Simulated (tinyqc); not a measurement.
Van der Pauw, Hall and four-point-probe measurements on a doped layer: one step of the calculation.

A uniform n-type layer with sheet resistance Rs = 1/(q ns mu), point contacts, low field (mu B small).

Question. New z. The van der Pauw equation exp(-pi RA z) + exp(-pi RB z) = 1 is solved for z = 1/Rs: e1 = exp(-pi RA z), e2 = exp(-pi RB z), f = e1 + e2 - 1, f' = -pi (RA e1 + RB e2), z(new) = z - f/f'.

z after iteration 1 = 0.17876151 mS
RA = 371.71668 ohm
RB = 2813.9866 ohm

Give: e1; e2; f; f'; z after iteration 2.

Answer.

e1 = 0.8116
e2 = 0.2059
f = 0.01750
f' = -2.768 kohm
z after iteration 2 = 0.1851 mS

Computed by the program tinyqc: `OMP_NUM_THREADS=1 python tinyqc.py 2850110 2850111 out.jsonl`, one thread of a shared Intel Xeon 2.30GHz, about 0.01 s for the whole run.
